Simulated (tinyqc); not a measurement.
Size effects in the resistivity of thin metal films and interconnect lines: one step, computed by the program tinyqc.

Electrons lose their drift at surfaces (a share 1 - p of the hits) and at grain boundaries (reflection R), besides bulk scattering. The line sits in a trench with a non-conducting liner on both walls and the bottom; the spacing equals the drawn width.

Task: Metal cross-section. Metal width w_m = w - 2t, height h_m = (aspect ratio) w - t, grain size D = (ratio) w_m.

Inputs (values chosen for the exercise, modelled on molybdenum): drawn line width w = 15 nm; grain size over metal width = 0.71; aspect ratio (height over width) = 1.4; liner thickness t = 1 nm.

Geometry: line.

Give: metal width w_m; metal height h_m; grain size D; share of the trench filled by metal.

Result:

metal width w_m = 13 nm

metal height h_m = 20 nm

grain size D = 9.23 nm

share of the trench filled by metal = 82.54 %
